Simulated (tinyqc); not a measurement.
The best anneal temperature for the time t: solubility, supersaturation, precipitation and gettering of an impurity in a silicon-like host. Computed by tinyqc, a small Python program. Command: `OMP_NUM_THREADS=1 python tinyqc.py 3012273 3012274 out.jsonl ripen walk`. One thread of a shared host (Intel(R) Xeon(R) Processor @ 2.30GHz), about 0.01 s of CPU time with the checks.

The wafer was saturated at T1 and is then held at T.

Inputs (values chosen for the exercise, modelled on chromium in silicon):
```
quantity,value,unit
site density N0,5e+22,1/cm^3
enthalpy of solution H,2.78,eV
entropy of solution S,4.9,k_B
diffusion prefactor D0,0.00075,cm^2/s
migration energy Q,0.812,eV
temperature of saturation T1,1275,K
anneal temperature T,702,K
sink density n,1e+08,1/cm^3
initial sink radius r0,3.1,nm
impurity density in the precipitate C_p,2e+22,1/cm^3
interface energy gamma,0.73,J/m^2
anneal time t,140000,s
```

Constants: k_B = 8.617333262e-05 eV/K; k_B = 1.380649e-23 J/K.

Method:
- C_eq(T) = N0 exp(S/k_B - H/(k_B T)); D(T) = D0 exp(-Q/(k_B T)); C0 = C_eq(T1). Supersaturation s = C0/C_eq(T); critical radius r* = 2 gamma/(C_p k_B T ln s); barrier W* = (4 pi/3) gamma r*^2. Strain energy is left out.
- r_f = [r0^3 + 3 (C0 - C_eq)/(4 pi n C_p)]^(1/3), tau_f = 1/(4 pi n r_f D).
- Growing sinks: with y = r/r_f and y0 = r0/r_f, dy/dt = (1 - y^3)/(3 tau_f y), which integrates to t/tau_f = F(y) - F(y0), F(y) = (1/2) ln[(1 + y + y^2)/(1 - y)^2] - sqrt(3) arctan[(2y + 1)/sqrt(3)]; the share of the excess left is (1 - y^3)/(1 - y0^3), and C(t) = C_eq + (C0 - C_eq) x share.

C0 = 6.89160e+13 1/cm^3

Dissolved share after t:
```
T (K),C_eq/C0,tau_f (s),C(t)/C0
574,3.8020e-14,7.0726e+06,9.9658e-01
663,7.1877e-11,7.8079e+05,9.5101e-01
765,4.7229e-08,1.1737e+05,5.0215e-01
867,6.7430e-06,2.7556e+04,1.2588e-02
969,3.3876e-04,8.7782e+03,3.3900e-04
1071,8.0708e-03,3.4859e+03,8.0708e-03
1160,8.1396e-02,1.8207e+03,8.1396e-02
1224,3.4845e-01,1.3343e+03,3.4845e-01
```

What does the comparison show, and why?

The lowest dissolved share among these rows is 3.4e-4 at 969 K. Above it solubility sets the floor; below it diffusion is too slow for this time. Solubility falls with H = 2.78 eV and diffusion with Q = 0.812 eV.

Extremes, crossings and ranges named in words are read from the listed rows.
